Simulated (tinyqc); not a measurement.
Inside a calculation. Model: velocity overshoot from momentum and energy balance equations after a field step. Computed by tinyqc, a small Python program that keeps every step. Command: `OMP_NUM_THREADS=1 python tinyqc.py 3003258 3003259 out.jsonl overshoot walk`. One thread of a shared host (Intel(R) Xeon(R) Processor @ 2.30GHz), about 0.01 s of CPU time with the checks. Intermediate numbers are printed to about 6 digits and carried at full precision; extremes and crossings named in words are read from the listed rows.

At t = 0 the field jumps from 0 to F in a uniform sample. v is the drift velocity and u = w - (3/2) k_B T the excess energy per carrier.

Inputs (values chosen for the exercise, modelled on electrons in GaN except for tau_E):
```
quantity,value,unit
effective mass m,0.21,m_0
low-field mobility mu_0,1200,cm^2/(V s)
saturation velocity v_s,2.1,1e7 cm/s
energy relaxation time tau_E,0.43,ps
field after the step F,15,kV/cm
lattice temperature T,300,K
time step dt,8.4,fs
```

Scheme: implicit in the damping.

Constants: m_0 = 9.1093837015e-31 kg; e = 1.602176634e-19 C; k_B = 8.617333262e-05 eV/K.

## Constants and steady state

dv/dt = e F/m - v/tau_m(u), du/dt = e F v - u/tau_E, tau_m(u) = tau_0/(1 + c u), tau_0 = m mu_0/e, c = mu_0/(e tau_E v_s^2); this choice gives the steady state v (1 + mu_0 F v/v_s^2) = mu_0 F, which saturates at v_s. Steady velocity v = 2 mu_0 F/(1 + sqrt(1 + 4 (mu_0 F/v_s)^2)); u = e F v tau_E; carrier temperature T + 2u/(3 k_B), neglecting the drift energy m v^2/2.

tau_0 = 143.278 fs

c = 6.32811 1/eV

acceleration e F/m = 0.0125630 1e7 cm/s per fs

steady velocity = 1.20618 1e7 cm/s

steady excess energy = 0.0777985 eV

steady carrier temperature = 901.876 K

tau_E/tau_0 = 3.00, and in the steady state tau_m has shrunk to 96.0 fs.

## First four steps

dv/dt = e F/m - v/tau_m(u), du/dt = e F v - u/tau_E, tau_m(u) = tau_0/(1 + c u), tau_0 = m mu_0/e, c = mu_0/(e tau_E v_s^2); this choice gives the steady state v (1 + mu_0 F v/v_s^2) = mu_0 F, which saturates at v_s. Step: v_new = (v + dt e F/m)/(1 + dt/tau_m(u)), u_new = (u + dt e F v_new)/(1 + dt/tau_E). Start v = u = 0; the distance adds dt (v + v_new)/2.

Steps:
```
step,t (fs),v (1e7 cm/s),u (eV),tau_m (fs)
1,8.4,0.099685,0.00012320,143.166
2,16.8,0.193841,0.00036040,142.952
3,25.2,0.282755,0.00070294,142.643
4,33.6,0.366691,0.00114264,142.249
```

## The whole transient

Run to 8 times the larger of tau_E and tau_0, but at most 20001 steps, and stop early if |v| > 1000 v_s or u < -1/(2c); the run is accepted if the last v is within 0.5 % of the steady value.

Selected steps, the peak among them:
```
step,t (fs),v (1e7 cm/s),u (eV),distance (nm)
1,8.40000e+00,0.09968,1.23196e-04,4.18677e-02
2,1.68000e+01,0.19384,3.60396e-04,1.65149e-01
4,3.36000e+01,0.36669,1.14264e-03,6.38086e-01
6,5.04000e+01,0.52058,2.28313e-03,1.38529e+00
10,8.40000e+01,0.77817,5.41766e-03,3.58369e+00
16,1.34400e+02,1.05966,1.15683e-02,8.26121e+00
25,2.10000e+02,1.30445,2.22296e-02,1.73088e+01
40,3.36000e+02,1.42785,3.92705e-02,3.47823e+01
42,3.52800e+02,1.42918,4.12783e-02,3.71824e+01
64,5.37600e+02,1.36698,5.82931e-02,6.31435e+01
102,8.56800e+02,1.25989,7.15319e-02,1.04825e+02
162,1.36080e+03,1.21481,7.67355e-02,1.66853e+02
258,2.16720e+03,1.20669,7.77340e-02,2.64350e+02
410,3.44400e+03,1.20618,7.77977e-02,4.18369e+02
```

peak velocity = 1.42918 1e7 cm/s

time of the peak = 352.8 fs

distance at the peak = 37.1824 nm

last relative deviation from the steady velocity = 5.07417e-06

peak over steady velocity = 1.18488

The velocity overshoots to 1.18 times its steady value: momentum follows the field within tau_m while the energy, and with it the scattering rate, builds up over tau_E. A channel shorter than a few times 37 nm would see this.

## Error of the time step

The peak velocity is recomputed with dt/2 and dt/4 and by an adaptive Runge-Kutta method (tolerance 1e-9).

Peak velocity:
```
step,v_peak (1e7 cm/s),error (%)
dt,1.42918,-0.208287
dt/2,1.43063,-0.107318
dt/4,1.43138,-0.054432
adaptive,1.43216,0.000000
```

The implicit scheme puts the peak 0.21 % too low; halving dt divides the error by 1.94, as a first-order method should.

Checks made by the program: peak at dt/4 against the adaptive solution (relative difference 5e-04).
